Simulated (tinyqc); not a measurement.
## Schottky emission and Poole-Frenkel conduction in an insulator, and how to tell them apart: effect of temperature

Schottky emission (electrode-limited): J = As T^2 exp[-(pb - b sqrt(F))/Vt], b = sqrt(q/(4 pi eps0 ei)). Poole-Frenkel emission (bulk-limited): J = s0 F exp[-(pt - 2 b sqrt(F))/Vt]. F in V/cm.

Both formulas at the same field.

Parameters, values chosen for the exercise; dielectric values close to those of aluminium oxide: high-frequency relative permittivity ei = 3.23; trap depth pt = 1.07 eV; Poole-Frenkel prefactor s0 = 0.095 S/cm; electrode barrier pb = 1.58 eV; Richardson constant As = 64 A/(cm^2 K^2); field F = 0.6 MV/cm.

Constants: q = 1.602176634e-19 C, kB = 1.380649e-23 J/K, Vt = kB T/q, eps0 = 8.8541878128e-14 F/cm where lengths are in cm. Results are converted to the units shown.

Results:
```
T (K),"J, Schottky (A/cm^2)","J, Poole-Frenkel (A/cm^2)",ratio
225,6.074e-26,1.305e-12,4.654e-14
260,1.514e-21,2.268e-10,6.673e-12
300,9.228e-18,1.887e-8,4.891e-10
340,7.469e-15,5.546e-7,1.347e-8
420,1.138e-10,6.942e-5,1.639e-6
475,1.352e-8,7.476e-4,1.808e-5
```

Estimate the missing row, T = 380 K.

Computed row:
```
T (K),"J, Schottky (A/cm^2)","J, Poole-Frenkel (A/cm^2)",ratio
380,1.513e-12,8.000e-6,1.892e-7
```

With this row back in the table: The Schottky current grows by 17.3 decades and the Poole-Frenkel current by 8.76, as their lowered barriers are 1.42 and 0.743 eV. A tunnelling current would hardly change over this range.

tinyqc, about 0.01 s, one thread, Intel Xeon 2.30GHz (shared host): `OMP_NUM_THREADS=1 python tinyqc.py 2370035 2370036 out.jsonl`
